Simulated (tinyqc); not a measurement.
Exchange-only LDA atom on a uniform radial grid, spin-unpolarised, for F(2+), step by step. Computed by tinyqc, a small Python program that keeps every step. Settings: Z = 9, points = 256, R = 4.7, functional = Slater exchange alone, mixing = 0.2, iteration cap = 73. Command: `OMP_NUM_THREADS=1 python tinyqc.py 24771 24772 out.jsonl` (the two numbers bound the seeds that draw the settings). One thread of a shared host (Intel(R) Xeon(R) Processor @ 2.60GHz), about 2 s of CPU time with the checks.

Spherical atom on a uniform radial grid r_j = j h with h = R/(N + 1), h sum u^2 = 1 and integrals as h times sums, u(0) = u(R) = 0 (atomic units):
```
parameter,value
Z,9
points N,256
R,4.700000
h,0.018288
mixing,0.200000
electrons in 1s,2
electrons in 2s,2
electrons in 2p,3
```

Three-point differences turn -u''/2 + [l(l+1)/2r^2 - Z/r + V] u = e u into a tridiagonal matrix (diagonal 1/h^2 + potential, off-diagonal -1/2h^2). D = sum f u^2; the Hartree potential y/r solves y'' = -D/r with y(0) = 0, y(R) = N_e; v_xc comes from rho = D/(4 pi r^2); E = sum f e - int D V + int D (V_H/2 + eps_xc); V(new) = V + mixing (V_H + v_xc - V).

Stop when input and output potentials agree to 1e-7.

Course of the cycle (hartree):
```
iteration,E,e(1s),e(2s),e(2p),largest |V(out) - V(in)|
1,-90.43972832,-40.229364,-10.107915,-10.130738,2.19e+01
2,-92.42551194,-36.618421,-8.217070,-8.006899,1.67e+01
3,-93.74460809,-33.869125,-6.797248,-6.428598,1.26e+01
4,-94.59665657,-31.785512,-5.729802,-5.255360,9.51e+00
5,-95.13122887,-30.213737,-4.926225,-4.382367,7.14e+00
6,-95.45685032,-29.033361,-4.320488,-3.731765,5.34e+00
7,-95.64949866,-28.150512,-3.863273,-3.245919,3.98e+00
8,-95.76035147,-27.492453,-3.517685,-2.882247,2.96e+00
9,-95.82252707,-27.003228,-3.256072,-2.609316,2.20e+00
10,-95.85661911,-26.640135,-3.057691,-2.403910,1.63e+00
11,-95.87495532,-26.370847,-2.906960,-2.248867,1.21e+00
...,...,...,...,...,...
63,-95.89517478,-25.574586,-2.407282,-1.744399,3.64e-06
64,-95.89517478,-25.574585,-2.407282,-1.744398,2.90e-06
65,-95.89517478,-25.574584,-2.407281,-1.744398,2.31e-06
66,-95.89517478,-25.574584,-2.407281,-1.744398,1.84e-06
67,-95.89517478,-25.574584,-2.407281,-1.744397,1.47e-06
68,-95.89517478,-25.574583,-2.407280,-1.744397,1.17e-06
69,-95.89517478,-25.574583,-2.407280,-1.744397,9.35e-07
70,-95.89517478,-25.574583,-2.407280,-1.744397,7.45e-07
71,-95.89517478,-25.574583,-2.407280,-1.744397,5.94e-07
72,-95.89517478,-25.574583,-2.407280,-1.744397,4.74e-07
73,-95.89517478,-25.574583,-2.407280,-1.744396,3.78e-07
```

Can the last value be used, and what does the course show?

Not by the stop rule, although the second column moves by less than 1e-07 over the last three steps; and the uniform grid itself carries an error of order h^2 at the cusp, far above the threshold. Not converged within 73 iterations: the residual falls steadily but slowly, by a factor of about 0.80 a step. Reruns (cap 100 unless said): mixing 0.3: converged in 50; mixing 0.6: converged in 20; the original settings with a cap of 400: converged in 79. Even converged, this uniform grid resolves the cusp poorly and misses the energy of the atom.
